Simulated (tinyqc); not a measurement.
MOSFET in the linear regime without short-channel effects, parameter extraction from computed curves: extraction methods against the source plus drain resistance.

Inversion charge Q = Cox n Vt W0(exp((Vg - VT)/(n Vt))), W0 the Lambert function and n = nf; u = Q/Cox; mobility mu = mu0/(1 + th1 u + th2 u^2); channel resistance Rch = (L - dL)/(W mu Q); Id = Vd/(Rch + Rsd/W). Cox = eps0 eox/tox. Small Vd, no channel-length or drain effects.

From the continuous curve Id(Vg): tangent at peak gm (V_ext = Vg - Id/gm); constant current Id = 0.1 uA W/L; peak of d2Id/dVg2; Y = Id/sqrt(gm) drawn through Vg = VT + 0.6 and VT + 0.8 V, with intercept VT_Y and slope s. Mobilities gm,max L/(W Cox Vd) and s^2 L/(W Cox Vd) with the drawn L. Last column: share of Rsd/W in the total resistance at VT + 0.8 V.

Values chosen for this exercise; channel values of the order met in silicon transistors: temperature T = 300 K; relative permittivity of the gate insulator (close to silicon nitride) eox = 7.3; insulator thickness tox = 11 nm; low-field mobility mu0 = 240 cm^2/(V s); first mobility attenuation factor th1 = 0.56 1/V; second mobility attenuation factor th2 = 0 1/V^2; threshold voltage VT = 0.49 V; body factor nf = 1.29; gate width W = 1 um; drawn gate length L = 0.057 um; drawn less effective length dL = 0.017 um; drain voltage Vd = 0.025 V.

Constants: q = 1.602176634e-19 C, kB = 1.380649e-23 J/K, Vt = kB T/q, eps0 = 8.8541878128e-14 F/cm where lengths are in cm. Results are converted to the units shown.

Extraction methods against the source plus drain resistance:
```
Rsd (ohm um),V_ext (V),constant current (V),second derivative (V),VT_Y (V),mobility from gm (cm^2/(V s)),mobility from Y (cm^2/(V s)),series share (%)
0,0.492,0.493,0.479,0.535,238,307,0
50,0.487,0.493,0.478,0.535,227,307,8.13
100,0.483,0.494,0.477,0.535,218,307,15.0
200,0.477,0.494,0.476,0.535,202,307,26.1
400,0.468,0.495,0.472,0.535,180,307,41.5
800,0.457,0.496,0.467,0.535,152,307,58.6
1500,0.446,0.499,0.460,0.535,123,307,72.6
```

What does the comparison show?

The model has VT = 0.49 V and mu0 = 240 cm^2/(V s). Over the table the extracted thresholds move by 46 mV (tangent), 6.2 mV (constant current), 19 mV (second derivative), under 0.5 mV (Y function). The mobility from gm falls from 238 to 123 and that from Y stays near 307 cm^2/(V s). Y cancels the series resistance, which multiplies Id and sqrt(gm) by the same factor.

tinyqc, about 0.01 s, one thread, Intel Xeon 2.30GHz (shared host): `OMP_NUM_THREADS=1 python tinyqc.py 2210153 2210154 out.jsonl`
